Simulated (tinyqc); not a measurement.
Defect, radiative and Auger recombination at equal electron and hole densities (ABC model): one step. The efficiency peak. Five cases, with inputs chosen for the exercise.

Task: IQE peaks at n_p = sqrt(Ae/C); with Q = B/sqrt(Ae C), IQE_max = Q/(Q + 2).

J/(e d) = Ae n + B n^2 + C n^3 with Ae = A + 4 S/w (four side walls, carriers spread evenly), e = 1.602176634e-19 C, lengths in cm; internal efficiency IQE = B n^2/(Ae n + B n^2 + C n^3); all injected carriers recombine in the layer.

Case 1.

Values chosen (orders of magnitude like those quoted for GaN; shifted at random, so the results belong to these values and not to a real crystal):
- A = 11000000 1/s (defect rate)
- B = 1.5e-12 cm^3/s (radiative coefficient)
- C = 1.2e-31 cm^6/s (Auger coefficient)
- S = 0 cm/s (recombination velocity of the side walls)
- w = 2.9 micrometre (side of the square mesa)
- d = 3.1 nm (active thickness)

Case 2.

Values chosen (orders of magnitude like those quoted for Ge; shifted at random, so the results belong to these values and not to a real crystal):
- A = 26000 1/s (defect rate)
- B = 7.2e-14 cm^3/s (radiative coefficient)
- C = 2.4e-31 cm^6/s (Auger coefficient)
- S = 0 cm/s (recombination velocity of the side walls)
- w = 10 micrometre (side of the square mesa)
- d = 370 nm (active thickness)

Case 3.

Values chosen (orders of magnitude like those quoted for InP; shifted at random, so the results belong to these values and not to a real crystal):
- A = 24000000 1/s (defect rate)
- B = 9.5e-11 cm^3/s (radiative coefficient)
- C = 8.8e-31 cm^6/s (Auger coefficient)
- S = 27 cm/s (recombination velocity of the side walls)
- w = 130 micrometre (side of the square mesa)
- d = 130 nm (active thickness)

Case 4.

Values chosen (orders of magnitude like those quoted for InP; shifted at random, so the results belong to these values and not to a real crystal):
- A = 20000000 1/s (defect rate)
- B = 1.4e-10 cm^3/s (radiative coefficient)
- C = 6.5e-31 cm^6/s (Auger coefficient)
- S = 0 cm/s (recombination velocity of the side walls)
- w = 4.9 micrometre (side of the square mesa)
- d = 180 nm (active thickness)

Case 5.

Values chosen (orders of magnitude like those quoted for GaAs; shifted at random, so the results belong to these values and not to a real crystal):
- A = 11000000 1/s (defect rate)
- B = 1.2e-10 cm^3/s (radiative coefficient)
- C = 5.5e-30 cm^6/s (Auger coefficient)
- S = 0 cm/s (recombination velocity of the side walls)
- w = 6.6 micrometre (side of the square mesa)
- d = 110 nm (active thickness)

Give: Ae; n_p; Q; IQE_max; J at the peak.

Result:

Case 1.

Ae = 1.100e+07 1/s
n_p = 9.574e+18 1/cm^3
Q = 1.306
IQE_max = 0.395
J at the peak = 17.3 A/cm^2

The side walls are taken as passivated.

Case 2.

Ae = 2.600e+04 1/s
n_p = 3.291e+17 1/cm^3
Q = 0.9115
IQE_max = 0.313
J at the peak = 0.148 A/cm^2

The side walls are taken as passivated.

Case 3.

Ae = 2.401e+07 1/s
n_p = 5.223e+18 1/cm^3
Q = 20.67
IQE_max = 0.912
J at the peak = 5.92e+03 A/cm^2

The side walls supply 0 % of Ae.

Case 4.

Ae = 2.000e+07 1/s
n_p = 5.547e+18 1/cm^3
Q = 38.83
IQE_max = 0.951
J at the peak = 1.31e+04 A/cm^2

The side walls are taken as passivated.

Case 5.

Ae = 1.100e+07 1/s
n_p = 1.414e+18 1/cm^3
Q = 15.43
IQE_max = 0.885
J at the peak = 478 A/cm^2

The side walls are taken as passivated.

Computed by tinyqc, one run a case: `OMP_NUM_THREADS=1 python tinyqc.py N N+1 out.jsonl` with N = 1651021, 1651302, 1651451, 1651564, 1651565; one thread of a shared Intel(R) Xeon(R) Processor @ 2.30GHz, about 0.01 s a run at most.
